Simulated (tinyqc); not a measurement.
Donors with valley-orbit split 1s states: one step. Mobility and resistivity. Two cases, with inputs chosen for the exercise.

Problem. Compare with full ionisation, n = ND - NA.

Mobility (Caughey-Thomas form): mu = mu0 + (mu1 (T/300)^(-ga) - mu0)/(1 + ((ND + NA)/Nr)^de); rho = 1/(e n mu), e = 1.602176634e-19 C.

Give: mu; rho; rho at full ionisation.

Case 1.

Values chosen (near those of Sb in Si; shifted at random, so the results belong to these values and not to a real crystal): ND = 1.5e+17 1/cm^3 (donors); NA = 0 1/cm^3 (compensating acceptors, all ionised); mu0 = 64 cm^2/(V s) (mobility at heavy doping); mu1 = 1424 cm^2/(V s) (mobility at light doping and 300 K); Nr = 1.1e+17 1/cm^3 (reference doping); de = 0.72 (doping exponent); ga = 2.3 (temperature exponent); T = 225 K.

n = 1.0693e+17 1/cm^3

Solution.

mu = 1262.0 cm^2/(V s)
rho = 0.0463 ohm cm
rho at full ionisation = 0.0330 ohm cm

Incomplete ionisation raises rho by a factor 1.4.

Case 2.

Values chosen (near those of P in Si; shifted at random, so the results belong to these values and not to a real crystal): ND = 9.5e+16 1/cm^3 (donors); NA = 0 1/cm^3 (compensating acceptors, all ionised); mu0 = 70 cm^2/(V s) (mobility at heavy doping); mu1 = 1335 cm^2/(V s) (mobility at light doping and 300 K); Nr = 1e+17 1/cm^3 (reference doping); de = 0.72 (doping exponent); ga = 2.3 (temperature exponent); T = 225 K.

n = 7.1916e+16 1/cm^3

Solution.

mu = 1351.9 cm^2/(V s)
rho = 0.0642 ohm cm
rho at full ionisation = 0.0486 ohm cm

Incomplete ionisation raises rho by a factor 1.32.

Computed by tinyqc, one run a case: `OMP_NUM_THREADS=1 python tinyqc.py N N+1 out.jsonl` with N = 1651125, 1651155; one thread of a shared Intel(R) Xeon(R) Processor @ 2.30GHz, about 0.01 s a run at most.
